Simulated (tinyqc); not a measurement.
# Bulk resistivity and mean free path from two films

Inverse problem. In the thick-film limit single-crystal films obey rho = rho0 (1 + 3 (1 - ps) lam/(8 d)). Find rho0, lam and the product rho0 lam.

Inputs (values chosen for the exercise):
```
symbol,value,unit,meaning
ps,0.5,,specular share of surface scattering
```

rho at d = 86 and 260 nm (uohm cm): 1.7942551  1.6977151

Solution. rho is a straight line in 1/d: the intercept is rho0 and the slope (3/8)(1 - ps) rho0 lam. Without ps only the product (1 - ps) lam could be found.

rho0 = 1.65 uohm cm
lam = 40.1 nm
rho0 lam = 66.2 uohm cm nm

Computed by the program tinyqc: `OMP_NUM_THREADS=1 python tinyqc.py 2100141 2100142 out.jsonl`, one thread of a shared Intel Xeon 2.30GHz, about 0.01 s for the whole run.
